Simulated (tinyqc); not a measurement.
Against the doping: grain-boundary trapping model (Seto) of a polycrystalline semiconductor film. Computed by tinyqc, a small Python program. Command: `OMP_NUM_THREADS=1 python tinyqc.py 3010232 3010233 out.jsonl poly walk`. One thread of a shared host (Intel(R) Xeon(R) Processor @ 2.30GHz), about 0.01 s of CPU time with the checks.

Grains of equal size L are joined by thin boundaries with one trap level. Trapped carriers deplete a width W on each side and raise a barrier, crossed by thermionic emission. Dopants are fully ionised, statistics are non-degenerate and mu_g does not depend on T.

Inputs (values chosen for the exercise, modelled on polycrystalline SiGe): permittivity eps = 13.5; effective mass m = 0.32 m_0; effective density of states at 300 K, N_c = 1.5e+19 1/cm^3; grain size L = 200 nm; trap density Q_t = 5.4e+11 1/cm^2; trap level E_t below the band edge = 0.54 eV; temperature T = 350 K.

Grain interior: neglected.

Constants: e = 1.602176634e-19 C; eps_0 = 8.8541878128e-12 F/m; k_B = 8.617333262e-05 eV/K; m_0 = 9.1093837015e-31 kg; k_B = 1.380649e-23 J/K.

Method:
- If all traps fill, the grain is just depleted at N* = Q_t/L, with the barrier e Q_t L/(8 eps eps_0).
- N_c(T) = N_c (T/300 K)^(3/2). Filled traps Q = Q_t/(1 + (1/2) exp((E_t* - E_F)/k_B T)), where E_t* = e V_B - E_t and E_F are counted from the band edge at the grain centre. Partial depletion: Q = 2 N W, V_B = e N W^2/(2 eps eps_0), E_F = k_B T ln(N/N_c); solve for W. If that W would exceed L/2 the grain is fully depleted: W = L/2, Q = N L, and E_F follows from the trap equation. Centre density n_0 = N_c exp(E_F/k_B T).
- Boundary: sigma_b = L e^2 n_0 exp(-e V_B/k_B T)/sqrt(2 pi m k_B T); rho = 1/sigma_b. Mean carrier density n_av = n_0 [(1 - 2W/L) + (2W/L) (sqrt(pi)/2) erf(y)/y], y = sqrt(e V_B/k_B T); effective mobility 1/(e n_av rho).

N* = 2.70e+16 1/cm^3

The same film:
```
N (1/cm^3)  W (nm)  V_B (V)  mean density (1/cm^3)  mobility (cm^2/(V s))  rho (ohm cm)
8.10e+14    100.00  0.00543             5.5323e+09                 3016.7    3.7399e+05
2.70e+15    100.00  0.01810             2.6666e+10                 2248.4    1.0410e+05
6.80e+15    100.00  0.04557             1.5992e+11                 1135.9    3.4360e+04
1.40e+16    100.00  0.09383             1.8995e+12                  305.9    1.0741e+04
2.20e+16    100.00  0.14744             3.7028e+13                   64.1    2.6288e+03
3.20e+16     84.31  0.15244             1.5640e+16                   44.5    8.9730e+00
5.40e+16     50.00  0.09046             4.0619e+16                  225.6    6.8121e-01
1.10e+17     24.55  0.04441             1.0102e+17                  850.5    7.2642e-02
2.70e+17     10.00  0.01810             2.6545e+17                 1901.4    1.2366e-02
1.10e+18      2.45  0.00444             1.0987e+18                 2943.1    1.9302e-03
```

What does the comparison show, and why?

The barrier peaks among these rows at N = 3.2e16 (0.152 V) and the mobility has its minimum at 3.2e16; N* is 2.7e16. While the grain is fully depleted (W = L/2) V_B grows as N; once all traps are filled it falls as 1/N (last exponent -1.00). Partly depleted rows (W < L/2) with e V_B below 2 k_B T stretch the depletion approximation. Where the barrier is low the mobility is too high, because scattering inside the grains is left out. rho drops most steeply, as N^-15.2, between 2.2e16 and 3.2e16.

Extremes, crossings and ranges named in words are read from the listed rows.
